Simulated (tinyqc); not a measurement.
# Square on-chip spiral inductor, lumped pi model: effects of single changes

Outer diameter do = di + 2 n wd + 2 (n - 1) sp, mean da = (do + di)/2, fill p = (do - di)/(do + di), length l = 4 n da. L = 2.34 mu0 n^2 da/(1 + 2.75 p), mu0 = 4 pi 1e-7 H/m. Rs = rho l/(wd delta (1 - exp(-th/delta))), delta = sqrt(rho/(pi f mu0)). Cs = n wd^2 eps0 eo/hu across the coil. At each end Cox = l wd eps0 eo/(2 ho) leads to the substrate branch Rsi = 2 rs he/(l wd) in parallel with Csi = l wd eps0 11.7/(2 he). With one end grounded Y = 1/(Rs + i w L) + i w Cs + 1/[1/(i w Cox) + 1/(1/Rsi + i w Csi)], w = 2 pi f; Q = -Im Y/Re Y. Eddy currents in neighbouring turns and in the substrate are left out.

Inputs (values chosen for the exercise); values of the order met in silicon radio-frequency processes: number of turns n = 6.5; line width wd = 8 um; space between turns sp = 3 um; inner diameter di = 80 um; metal thickness th = 0.9 um; metal resistivity rho = 1.9 uohm cm; oxide below the coil ho = 7 um; oxide between coil and underpass hu = 0.7 um; relative permittivity of the oxide eo = 3.9; substrate resistivity rs = 20 ohm cm; effective spreading depth in the substrate he = 80 um; frequency f = 2.4 GHz.

Constants: eps0 = 8.8541878128e-12 F/m. Results are converted to the units shown.

Each table varies one quantity; the others keep the values above.

## Quality factor against frequency

Apparent inductance Im(1/Y)/w; share of the loss Re(substrate branch)/Re Y.

Quality factor against frequency:
```
f (GHz),Rs (ohm),w L/Rs,Q,apparent inductance (nH),loss in the substrate (%)
0.15,11.02,0.6956,0.6940,8.126,0.008657
0.25,11.27,1.134,1.129,8.133,0.03728
0.4,11.57,1.767,1.753,8.152,0.1701
0.66,11.98,2.815,2.750,8.203,0.9355
1.1,12.54,4.483,4.129,8.327,4.902
1.8,13.25,6.943,5.307,8.591,18.09
2.9,14.16,10.47,5.227,9.178,42.10
4.7,15.38,15.61,3.573,10.87,67.15
7.7,17.07,23.06,0.9514,14.95,84.07
```

Q goes from 0.694 through a maximum of 5.31 (at f = 1.8 GHz among the rows listed) to 0.951; the exact peak is 5.48 at 2.24 GHz and Q reaches zero at the self-resonance, 9.02 GHz. The share of the substrate rises from 0.00866 to 84.1 %, and the apparent inductance ends at 1.84 times L. At the peak the substrate takes 28.2 % of the loss. For f = 7.7 the coil is longer than 0.15 of a wavelength in the oxide, where one lumped section is rough.

## Effect of the number of turns

Same model as above.

Peak Q and its frequency from a search over f; self-resonance where Im Y = 0; Q at the given f (negative beyond resonance).

Result of one run:
```
n,L (nH),do (um),peak Q,f of the peak (GHz),self-resonance (GHz),Q at f
5.5,5.689,195.0,6.385,3.185,12.06,6.100
```

What becomes of these results when the number of turns n is changed from 5.5 to 8.5, all else the same?

Result of the changed run:
```
n,L (nH),do (um),peak Q,f of the peak (GHz),self-resonance (GHz),Q at f
8.5,14.73,261.0,4.387,1.331,5.450,3.138
```

The whole series:
```
n,L (nH),do (um),peak Q,f of the peak (GHz),self-resonance (GHz),Q at f
1.5,0.4428,107.0,17.31,34.44,90.12,3.330
2.5,1.168,129.0,12.84,14.54,42.15,4.657
3.5,2.255,151.0,9.777,7.878,25.12,5.614
4.5,3.746,173.0,7.741,4.823,16.82,6.139
5.5,5.689,195.0,6.385,3.185,12.06,6.100
6.5,8.133,217.0,5.475,2.244,9.024,5.458
8.5,14.73,261.0,4.387,1.331,5.450,3.138
```

As n goes from 1.5 to 8.5, L rises from 0.443 to 14.7 nH, the peak Q falls from 17.3 to 4.39, its frequency falls from 34.4 to 1.33 GHz and the self-resonance falls from 90.1 to 5.45 GHz.

Program tinyqc, `OMP_NUM_THREADS=1 python tinyqc.py 2302136 2302137 out.jsonl`; Intel Xeon 2.30GHz, shared host, one thread, about 0.01 s.
